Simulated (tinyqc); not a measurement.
Raising U: Hubbard chain of 3 sites, mean field against exact. Computed by the program tinyqc. 

one-body matrix (hopping and site energies) (eV):
```
         1        2        3
1   0.0000  -0.7300   0.0000
2  -0.7300   0.0000  -0.7300
3   0.0000  -0.7300   0.0000
```

electrons, up and down: 2  1

Collinear unrestricted mean field (the lowest of 40 random starts) against exact diagonalisation.

Exact and mean-field results (eV):
```
U          U/t   E exact  E mean field  mean |n_up - n_down|  double occupancy, exact  first gap in the sector
0.360    0.493  -1.85027      -1.84201                 0.367                    0.189                    0.982
0.730    1.000  -1.65239      -1.61942                 0.413                    0.168                    0.922
1.460    2.000  -1.32867      -1.21667                 0.556                    0.129                    0.794
2.190    3.000  -1.08431      -0.90725                 0.729                    0.096                    0.674
2.920    4.000  -0.90233      -0.70424                 0.837                    0.072                    0.574
4.380    6.000  -0.66192      -0.47952                 0.926                    0.042                    0.431
5.840    8.000  -0.51663      -0.36206                 0.958                    0.026                    0.340
8.760   12.000  -0.35533      -0.24248                 0.981                    0.013                    0.235
14.600  20.000  -0.21685      -0.14582                 0.993                 4.85e-03                    0.144
```

In absolute terms mean field is worst at U/t = 4.0, 0.198 eV too high: at small U it is nearly exact, and at large U it misses only exchange-scale energies. Relative to the exact energy its error is 0.4 % at the smallest U, 33 % at most and 33 % at the largest. The double occupancy falls from 0.189 to 0.005; at the largest U the first gap is 0.99 times the exchange scale 4t^2/U.
